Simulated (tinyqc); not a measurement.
Comparisons within one model: carrier statistics of a doped semiconductor with parabolic bands. A value that a table varies takes the place of the one given here.

Eg(T) = Eg0 - al T^2/(T + be); m_de = Mv^(2/3) (ml mt^2)^(1/3); m_dh = (mhh^(3/2) + mlh^(3/2))^(2/3); Nc and Nv from N = 2 (m kB T/(4 pi c))^(3/2) with c = hbar^2/2m0, in 1/angstrom^3; times 1e24 for 1/cm^3.

Energies are counted from Ev, so Ec = Eg. n = Nc F_1/2((EF - Eg)/kT), p = Nv F_1/2(-EF/kT), ND+ = ND/(1 + 2 exp((EF - Eg + ED)/kT)), NA- = NA/(1 + 4 exp((EA - EF)/kT)); neutrality asks p + ND+ = n + NA-. F_j(eta) = (1/Gamma(j + 1)) integral_0^infinity x^j dx/(1 + exp(x - eta)), which tends to exp(eta) for eta << 0.

Constants: hbar^2/2m0 = 3.80998211 eV angstrom^2; kB = 8.617333262e-05 eV/K.

Parameters, chosen for this exercise (near those of GaAs; the results hold for these values, not for the real material):
- Eg0 = 1.502 eV (gap at 0 K)
- al = 0.000512 eV/K (Varshni alpha)
- be = 192 K (Varshni beta)
- ml = 0.0667 m0 (longitudinal electron mass)
- mt = 0.0667 m0 (transverse electron mass)
- Mv = 1 (equivalent valleys)
- mhh = 0.496 m0 (heavy-hole mass)
- mlh = 0.0862 m0 (light-hole mass)
- ND = 2e+12 1/cm^3 (donors)
- NA = 4.7e+15 1/cm^3 (acceptors)
- ED = 0.00557 eV (donor level below Ec)
- EA = 0.0274 eV (acceptor level above Ev)
- T = 400 K

## Temperature

Neutrality solved at each temperature; ni = sqrt(Nc Nv) exp(-Eg/2kT).

Carriers (1/cm^3):
```
T (K)  EF (eV)         n         p  majority / |ND - NA|        ni  Eg (eV)
30      0.0209    <1e-99  9.14e+13                0.0195    <1e-99   1.4999
50      0.0278    <1e-99  1.01e+15                 0.215  5.09e-59   1.4967
77      0.0400  6.29e-79  2.94e+15                 0.626  4.30e-32   1.4907
120     0.0654  4.97e-43  4.26e+15                 0.908  4.60e-14   1.4784
200     0.1208  7.66e-17  4.62e+15                 0.983     0.595   1.4498
300     0.1967   0.00191  4.67e+15                 0.994  2.98e+06   1.4083
450     0.3184  2.84e+06  4.69e+15                 0.998  1.15e+11   1.3405
600     0.4468  1.51e+11  4.69e+15                 0.999  2.66e+13   1.2693
800     0.6172  6.04e+14  5.30e+15                  1.13  1.79e+15   1.1717
1000    0.6607  2.21e+16  2.68e+16                  5.70  2.43e+16   1.0725
```

How do the results move?

Ionisation is incomplete: the majority density is below 90 % of the net doping at 30, 50 and 77 K, down to a share of 0.019. It is within 10 % of the net doping at 120, 200, 300, 450 and 600 K. At 800 and 1000 K thermal pairs lift it more than 10 % above the net doping; ni has reached 2.43e+16 1/cm^3 at 1000 K against a net doping of 4.70e+15. EF goes from 0.021 eV to 0.661 eV, where midgap is 0.536 eV and the intrinsic level (Boltzmann) 0.669 eV.

## Doping level

Only acceptors are present (ND = 0); eta is the distance of EF beyond the valence edge in units of kT.

Neutral state:
```
NA (1/cm^3)  EF (eV)  majority (1/cm^3)  ionised share     eta
1.0e+14       0.4096           1.00e+14          1.000  -11.88
1.0e+15       0.3302           9.99e+14          0.999   -9.58
1.0e+16       0.2511           9.94e+15          0.994   -7.28
1.0e+17       0.1733           9.45e+16          0.945   -5.03
1.0e+18       0.1040           6.97e+17          0.697   -3.02
3.0e+18       0.0763           1.52e+18          0.508   -2.21
1.0e+19       0.0493           3.20e+18          0.320   -1.43
3.0e+19       0.0263           5.85e+18          0.195   -0.76
```

How do the results move?

The impurity level lies at 0.0274 eV. The ionised share falls from 1.000 to 0.195 as EF passes through it between 1e+19 and 3e+19 1/cm^3 (share 1/5 there); it is below one half from 1e+19 1/cm^3 on. Over the last two rows the doping grows threefold and the majority density by a factor 1.83. EF comes within 3 kT of the majority band edge from 3e+18 1/cm^3 on. Above roughly 4e+18 1/cm^3 (N^(1/3) a = 0.26, with the radius a = sqrt(c/(m E)) from the ionisation energy E and the mass mhh) the levels merge with the band and real ionisation is complete; sharp levels then overstate freeze-out.

## What each input does

Neutrality solved anew for each case. Each row changes one parameter from the base and keeps the others.

Results:
```
case                  EF (eV)  n (1/cm^3)  p (1/cm^3)
base                   0.2770    1.36e+04    4.68e+15
T = 420 K              0.2935    1.33e+05    4.69e+15
ND = 4e+12 1/cm^3      0.2770    1.36e+04    4.68e+15
NA = 2.35e+15 1/cm^3   0.3008    2.71e+04    2.34e+15
Eg0 = 1.552 eV         0.2770    3.18e+03    4.68e+15
mt = 0.08 m0           0.2770    1.63e+04    4.68e+15
mhh = 0.5952 m0        0.2858    1.75e+04    4.69e+15
EA = 0.0411 eV         0.2770    1.36e+04    4.68e+15
```

How do the results move?

The largest shifts from the base row, up to three for each result and ties (the steps differ in size, so this ranks the rows, not the parameters). EF (eV): NA +0.0239, T +0.0165, mhh +0.0088; unchanged at the printed digits by ND, Eg0, mt and EA. n (1/cm^3): T +1.20e+05, NA +1.35e+04, Eg0 -1.04e+04; unchanged at the printed digits by ND and EA. p (1/cm^3): NA -2.34e+15, mhh +3.03e+12, T +1.40e+12; unchanged at the printed digits by ND, Eg0, mt and EA.

tinyqc: `OMP_NUM_THREADS=1 python tinyqc.py 1650376 1650377 out.jsonl`; about 0.01 s, one thread, shared Intel(R) Xeon(R) Processor @ 2.30GHz.
